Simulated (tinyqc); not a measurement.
Electron mobility in a silicon inversion layer, empirical terms and Matthiessen rule: two steps of the calculation.

Inversion layer of sheet density Ns on a uniformly doped body. The mobility terms are empirical power laws with prefactors chosen for the exercise; adding their inverses (Matthiessen) is itself an approximation.

Values chosen for this exercise; material values close to those of silicon: temperature T = 250 K; relative permittivity of the semiconductor eps_r = 11.9; body doping Nb = 6.7e16 cm^-3; weight of the inversion charge in the effective field eta = 0.5; phonon-limited mobility at 1 MV/cm and 300 K Ap = 427 cm^2/(V s); roughness-limited mobility at 1 MV/cm As = 636 cm^2/(V s); exponent of the roughness term gs = 2; Coulomb prefactor Ac = 2700 cm^2/(V s); charge at the interface Nit = 1e11 cm^-2; inversion density Ns = 3.9e12 cm^-2; ratio W/L WL = 20; drain voltage Vd = 0.05 V; measured linear current I = 355 uA.

Constants: q = 1.602176634e-19 C, eps0 = 8.8541878128e-14 F/cm where lengths are in cm. Results are converted to the units shown.

Problem 1. Mobility terms and their sum. With t = T/(300 K): muC = Ac (Ns/1e12 cm^-2) t/(Nb/1e17 cm^-3 + Nit/1e11 cm^-2), muP = Ap E^(-1/3) t^(-1.75), muS = As E^(-gs); 1/mu is the sum of the inverses.

E = 0.42835349 MV/cm

Wanted: terms; mu; shares of 1/mu.

Solution 1.

terms (cm^2/(V s)): Coulomb 5254, phonon 779.3, roughness 3466
mu = 567.6 cm^2/(V s)
shares of 1/mu (%): Coulomb 10.80, phonon 72.82, roughness 16.37

The phonon term limits most.

Problem 2. Inversion density for the measured current. I = (W/L) q Ns mu Vd. E = q (Ndep + eta Ns)/(eps0 eps_r) in MV/cm. Ns(new) = I/((W/L) q mu Vd).

Ns after iteration 1 = 4.5984549e12 cm^-2
Ndep = 8.6700494e11 cm^-2

Find: E; mu; Ns after iteration 2.

Solution 2.

E = 0.48146 MV/cm
mu = 537.64 cm^2/(V s)
Ns after iteration 2 = 4.1212e12 cm^-2

Computed by the program tinyqc: `OMP_NUM_THREADS=1 python tinyqc.py 2510108 2510109 out.jsonl`, one thread of a shared Intel Xeon 2.30GHz, about 0.01 s for the whole run.
